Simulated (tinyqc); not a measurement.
Inside a calculation. Method: plane-wave Kohn-Sham cycle with exchange-only LDA in a layered model solid. One step of it, computed by the program tinyqc.

Question. Iteration 2: levels at that k. Diagonalise the Hermitian matrix.

H (hartree), order -2, -1, +0, +1, +2:
$$\begin{pmatrix}
0.196200 & -0.145287 & 0.055816 & -0.000019 & 0.000012 \\
-0.145287 & -0.074150 & -0.145287 & 0.055816 & -0.000019 \\
0.055816 & -0.145287 & -0.164267 & -0.145287 & 0.055816 \\
-0.000019 & 0.055816 & -0.145287 & -0.074150 & -0.145287 \\
0.000012 & -0.000019 & 0.055816 & -0.145287 & 0.196200
\end{pmatrix}$$

Give: eigenvalues.

Answer.

eigenvalues (hartree): [-0.3102, -0.1853, -0.0059, 0.2515, 0.3297]
